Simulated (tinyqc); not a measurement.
Chemical trend: level against potential: deep trap from a strong local potential in a two-band host (Koster-Slater model with semi-elliptic bands). Computed by tinyqc, a small Python program. Command: `OMP_NUM_THREADS=1 python tinyqc.py 3028802 3028803 out.jsonl deeptrap walk`. One thread of a shared host (Intel(R) Xeon(R) Processor @ 2.30GHz), about 0.03 s of CPU time with the checks.

The valence band spans -2 W_v to 0 and the conduction band E_g to E_g + 2 W_c. The orbital at the impurity site has weight f_v in the valence band and 1 - f_v in the conduction band, each spread as a semi-ellipse (2/(pi W^2)) sqrt(W^2 - x^2) about the band centre. The impurity adds U to this orbital. Spin is left out.

Inputs (values chosen for the exercise, for a model semiconductor): gap E_g = 6.36 eV; half-width of the valence band W_v = 6 eV; half-width of the conduction band W_c = 2.3 eV; valence weight f_v of the site orbital = 0.54.

Impurity: attractive, donor-like.

Method:
- In the gap G(E) = f_v (2/W_v^2)[x - sqrt(x^2 - W_v^2)] - (1 - f_v)(2/W_c^2)[y - sqrt(y^2 - W_c^2)], x = E + W_v, y = E_g + W_c - E.
- G falls across the gap from G(0) to G(E_g). A repulsive U binds if U > 1/G(0), an attractive one if U < 1/G(E_g); the vacancy level (U infinite) solves G(E) = 0 (bisection).
- The trap level solves G(E) = 1/U (bisection). With D = -dG/dE = D_v + D_c, D_v = f_v (2/W_v^2)[x/sqrt(x^2 - W_v^2) - 1] and D_c = (1 - f_v)(2/W_c^2)[y/sqrt(y^2 - W_c^2) - 1], the weight on the impurity orbital is 1/(U^2 D) and the conduction-band character is D_c/D.
- U is 1.05, 1.2, 1.5, 2, 3, 5, 10 and 30 times the threshold, rounded to three digits; the largest values are formal and only show the vacancy limit.

attractive threshold = -2.82982 eV

vacancy level = 2.38040 eV

Trend:
```
U (eV)  E_t (eV)  weight on the impurity  conduction character  E_t - vacancy level (eV)
-2.97     6.3579                 0.02893               0.99890                    3.9775
-3.40     6.3305                 0.09334               0.99532                    3.9501
-4.24     6.2212                 0.15739               0.98745                    3.8407
-5.66     5.9690                 0.18830               0.97182                    3.5886
-8.49     5.4487                 0.17231               0.93510                    3.0683
-14.10    4.6575                 0.11206               0.85967                    2.2771
-28.30    3.6782                 0.04110               0.72897                    1.2978
-84.90    2.8335                 0.00529               0.58563                    0.4531
```

dE_t/dU equals the weight on the impurity, which peaks at 0.188 (U = -5.66 eV) and falls to 0.0053 in the last row, so beyond the peak each further eV of potential moves the level less. The level nears the vacancy level, 2.380 eV, as 1/U: it is 1.298 eV away at 10 times the threshold and 0.453 eV at 30 times, and the state is then host-like.

Extremes, crossings and ranges named in words are read from the listed rows.
